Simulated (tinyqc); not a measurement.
Tuning the Rashba term through the balance point: two-dimensional electron gas with Rashba and Dresselhaus coupling.

H = c k^2/m + al (ky sx - kx sy) + b1 (kx sx - ky sy) + gam kx ky (kx sy - ky sx), s the Pauli matrices, x = [100], c = hbar^2/2m0, b1 = gam (pi/L)^2 (hard walls). H = c k^2/m + B.s, so E = c k^2/m -/+ |B| and the lower state has its spin along -B.

Constants: hbar^2/2m0 = 3.80998211 eV angstrom^2.

Parameters, chosen for this exercise (of the size met in GaAs; the results hold for these values, not for the real material): m = 0.0665 m0 (mass); gam = 9.4 eV angstrom^3 (bulk Dresselhaus constant); L = 146 angstrom (width of the (001) well); n = 5.1 1e11/cm^2 (sheet density (one subband filled)).

al = f (b1 - b3) at k0 = sqrt(2 pi n), b3 = gam k0^2/4. Helix wavelength along [110]: 2 pi c/(m |al + b1 - b3|). Dyakonov-Perel rates are proportional to the mean squares of the first harmonics: for spin along z, al^2 + (b1 - b3)^2; for the most protected in-plane spin, (al - (b1 - b3))^2/2 (third harmonic left out); both are given over (b1 - b3)^2.

Against f:
```
f     al (meV angstrom)  wavelength (micron)  rate, z  rate, in plane
0.00              0.000               10.001    1.000          0.5000
0.25              0.900                8.001    1.062          0.2812
0.50              1.800                6.668    1.250          0.1250
0.75              2.699                5.715    1.562          0.0312
0.90              3.239                5.264    1.810          0.0050
1.00              3.599                5.001    2.000          0.0000
1.25              4.499                4.445    2.562          0.0312
2.00              7.199                3.334    5.000          0.5000
```

At f = 1, al = 3.60 meV angstrom, the first harmonic points along one axis for all k and the listed in-plane rate vanishes; the helix would have wavelength 5.00 micron. The third harmonic, b3/(b1 - b3) = 0.21, is small and sets its lifetime. The uniform z spin still relaxes there, twice as fast as at f = 0.

Run: tinyqc, `OMP_NUM_THREADS=1 python tinyqc.py 1450616 1450617 out.jsonl`; Intel(R) Xeon(R) Processor @ 2.30GHz, one thread, shared host; about 0.01 s of CPU time with all checks.
